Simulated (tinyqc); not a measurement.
A ladder of methods, and size consistency: correlation methods against full CI in the sto-3g basis, for H4, spin multiplicity 1. Computed by the program tinyqc with PySCF. All electrons correlated; +Q is the Davidson correction (1 - c0^2) E_corr. The last columns treat two copies 100 angstrom apart as one system. FCI is the lowest singlet.

Geometry (angstrom):

| atom | x | y | z |
|---|---|---|---|
| H | 0.0000 | 0.0000 | 0.0000 |
| H | 0.0000 | 0.0000 | 0.8500 |
| H | 0.0000 | 1.4640 | 0.0000 |
| H | 0.0000 | 1.4640 | 0.8500 |

RHF energy of one = -2.118411 hartree

Correlation energies (hartree):

| method | E_corr of one | share of FCI (%) | E_corr of two at 100 angstrom | two minus twice one (mhartree) |
|---|---|---|---|---|
| MP2 | -0.035887 | 61.9719 | -0.071774 | 0.0000 |
| CISD | -0.056770 | 98.0343 | -0.109229 | 4.3109 |
| CISD+Q | -0.059100 | 102.0582 | -0.117216 | 0.9841 |
| CCSD | -0.057897 | 99.9811 | -0.115795 | 0.0000 |
| CCSD(T) | -0.057897 | 99.9811 | -0.115795 | 0.0000 |
| FCI | -0.057908 | 100.0000 | - | - |

What does the comparison show, and why?

MP2 recovers 62 %, CISD 98.0 % and CCSD 100.0 % of the FCI value (c0^2 = 0.959 in CISD). MP2 and coupled cluster are size consistent, so their last column vanishes; CISD loses 4.31 mhartree, since a double excitation on each copy is a quadruple of the pair, and the Davidson correction leaves +0.98.
